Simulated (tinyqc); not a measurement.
Conductivity against temperature: Debye-Callaway model of lattice thermal conductivity. Computed by tinyqc, a small Python program. Command: `OMP_NUM_THREADS=1 python tinyqc.py 3004699 3004700 out.jsonl callaway walk`. One thread of a shared host (Intel(R) Xeon(R) Processor @ 2.30GHz), about 0.01 s of CPU time with the checks.

Three acoustic branches with one velocity v, cut at omega_D = k_B Theta/hbar; x = hbar omega/(k_B T). v and Theta are separate inputs: Theta cuts off the heat-carrying modes, so C need not reach 3 k_B/V. gamma is an effective value that sets the umklapp rate.

Inputs (values chosen for the exercise, modelled on boron arsenide):

| quantity | value | unit |
|---|---|---|
| sound velocity v | 5320 | m/s |
| Debye temperature Theta | 656 | K |
| volume per atom V | 13.6 | angstrom^3 |
| mean atomic mass M | 42.9 | u |
| effective Grueneisen parameter gamma | 0.823 | - |
| umklapp exponent divisor b | 3 | - |
| mass variance Gamma | 3.3e-05 | - |
| Casimir length L | 71 | micrometre |
| normal-process factor f_N | 3.5 | - |

Sample: crystal. Point defects: isotopes. Normal processes: included.

Constants: k_B = 1.380649e-23 J/K; hbar = 1.054571817e-34 J s; u = 1.6605390666e-27 kg.

Method:
- Gamma is given directly by the isotope mixture. A = V Gamma/(4 pi v^3).
- Rates: point defects A omega^4; umklapp B omega^2 T exp(-Theta/(b T)) with B = hbar gamma^2/(M v^2 Theta); normal processes f_N B omega^2 T (T/Theta)^2. Boundaries: v/L.
- kappa_1 = c int tau_C g dx, g = x^4 e^x/(e^x - 1)^2, c = (k_B/(2 pi^2 v)) (k_B T/hbar)^3, over 0 < x < min(Theta/T, 40), by 96 Gauss-Legendre points in s with x = x_max s^2; 1/tau_C = 1/tau_R + 1/tau_N; kappa_2 = c [int (tau_C/tau_N) g dx]^2 / int (tau_C/(tau_N tau_R)) g dx; kappa = kappa_1 + kappa_2.
- The boundary limit is C v^2/(3 x boundary rate), with C = 3 c int g dx / v^2.

Rayleigh coefficient A = 2.37196e-46 s^3

Kappa (W/(m K)):

| T (K) | all processes | without point defects | boundary limit |
|---|---|---|---|
| 6.6 | 29.325 | 29.404 | 29.404 |
| 13 | 217.10 | 224.70 | 224.70 |
| 23 | 1021.1 | 1244.0 | 1244.4 |
| 39 | 3097.1 | 5656.3 | 6065.8 |
| 66 | 4651.2 | 8740.5 | 28578 |
| 110 | 3184.0 | 4469.2 | 99598 |
| 200 | 1464.3 | 1712.0 | 2.2839e+05 |
| 330 | 701.49 | 763.03 | 3.0650e+05 |
| 520 | 359.21 | 377.92 | 3.4262e+05 |
| 850 | 182.83 | 188.46 | 3.5971e+05 |

kappa peaks among these rows at 66 K (T/Theta = 0.101) with 4650 W/(m K). The exponent d ln kappa/d ln T is 2.95 at the cold end, the T^3 law of boundary scattering, and -1.37 at the hot end. The normal rate is taken to grow as T^3 at all T, which overstates it above Theta. Point defects cost most at 66 K, a factor 1.88.

Extremes, crossings and ranges named in words are read from the listed rows.
